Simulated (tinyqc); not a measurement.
Bond length: bond-orbital model of a tetrahedral semiconductor (Harrison's universal couplings).

Hybrid level eh = (es + 3 ep)/4; metallic energy V1 = (ep - es)/4 for each atom; covalent energy V2 = 3.22 hbar^2/(m d^2); polar energy V3 = (ehc - eha)/2; hbar^2/m = 2c, c = hbar^2/2m0. Polarity ap = V3/sqrt(V2^2 + V3^2), covalency ac = V2/sqrt(V2^2 + V3^2). p-p coupling at Gamma Exx = (4/3)(2.22 - 2 x 0.63) hbar^2/(m d^2) = 1.28 hbar^2/(m d^2), s-s coupling Ess = 4 x 1.32 hbar^2/(m d^2).

Constants: hbar^2/2m0 = 3.80998211 eV angstrom^2.

Parameters, chosen for this exercise (near tabulated values for diamond; the model gives trends, and its gaps can be far from the real ones; shifted at random, so the results belong to these values and not to a real crystal):
- esc = -19.67 eV (s level, cation)
- epc = -10.93 eV (p level, cation)
- esa = -19.67 eV (s level, anion)
- epa = -10.93 eV (p level, anion)
- d = 1.54 angstrom (bond length)
- Z = 4 (valence electrons of the anion)

d is scaled; levels stay. E0 is the s-like conduction level less Ev at Gamma (Ess = 5.28 u, Exx = 1.28 u); Z* = 4 ap - (Z - 4).

Against d:

| d/d0 | V2 (eV) | ap | Z* | Ev (eV) | E0 (eV) |
|---|---|---|---|---|---|
| 0.94 | 11.709 | 0.0000 | 0.000 | -15.584 | 15.114 |
| 0.96 | 11.226 | 0.0000 | 0.000 | -15.393 | 14.130 |
| 0.98 | 10.772 | 0.0000 | 0.000 | -15.212 | 13.206 |
| 0.99 | 10.556 | 0.0000 | 0.000 | -15.126 | 12.765 |
| 1.00 | 10.346 | 0.0000 | 0.000 | -15.043 | 12.337 |
| 1.01 | 10.142 | 0.0000 | 0.000 | -14.962 | 11.922 |
| 1.02 | 9.944 | 0.0000 | 0.000 | -14.883 | 11.519 |
| 1.04 | 9.565 | 0.0000 | 0.000 | -14.732 | 10.747 |

What can be read from this table?

Compression raises V2 and E0: dE0/d ln(volume) = -14.05 eV, of which the valence band gives -2.74. The bond stays non-polar.

tinyqc: `OMP_NUM_THREADS=1 python tinyqc.py 1481666 1481667 out.jsonl`; about 0.01 s, one thread, shared Intel(R) Xeon(R) Processor @ 2.30GHz.
